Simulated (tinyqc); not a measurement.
Undoped gate-all-around wire MOSFET, analytic charge model: one step of the calculation.

An undoped round wire of radius R under an insulator shell and a surrounding gate; long channel, electrons only, n = ni exp((psi - V)/Vt) with V the quasi-Fermi potential (0 at the source, Vd at the drain), constant mobility, no quantisation. The radial Poisson equation gives n(r) = n(0)/(1 - (1 - b) r^2/R^2)^2 with b = Q0/(Q + Q0). Q is the electron charge per area of the wire surface.

Question. Drain current and line charge. Q solves Vg - V0 - V = Q/Cox + Vt ln(Q/Q0) + Vt ln(1 + Q/Q0). I = mu (2 pi R/L)[2 Vt (Qs - Qd) + (Qs^2 - Qd^2)/(2 Cox) + Vt Q0 ln((Qd + Q0)/(Qs + Q0))], with Qs at V = 0 and Qd at V = Vd. Electrons per length at the source: 2 pi R Qs/q; surface over centre density: (1 + Qs/Q0)^2.

Parameters, values chosen for the exercise; material values close to those of silicon:
```
symbol  value        unit           meaning
T         325           K       temperature
R          15          nm       wire radius
mu        270  cm^2/(V s)  channel mobility
L         0.5          um       gate length
Vd        0.3           V     drain voltage
```

Constants: q = 1.602176634e-19 C, kB = 1.380649e-23 J/K, Vt = kB T/q. Results are converted to the units shown.

Qs = 891.54621 nC/cm^2
Qd = 417.36787 nC/cm^2
Cox = 1.8245891 uF/cm^2
Q0 = 76.045156 nC/cm^2

Wanted: first term; second term; third term; I; electrons per length; surface over centre density.

Answer.

first term = 1.352 uA
second term = 8.656 uA
third term = -0.07300 uA
I = 9.935 uA
electrons per length = 5.245 1/nm
surface over centre density = 161.9

The square-law term makes up 87.1 % of the current.

tinyqc, about 0.03 s, one thread, Intel Xeon 2.30GHz (shared host): `OMP_NUM_THREADS=1 python tinyqc.py 2460106 2460107 out.jsonl`
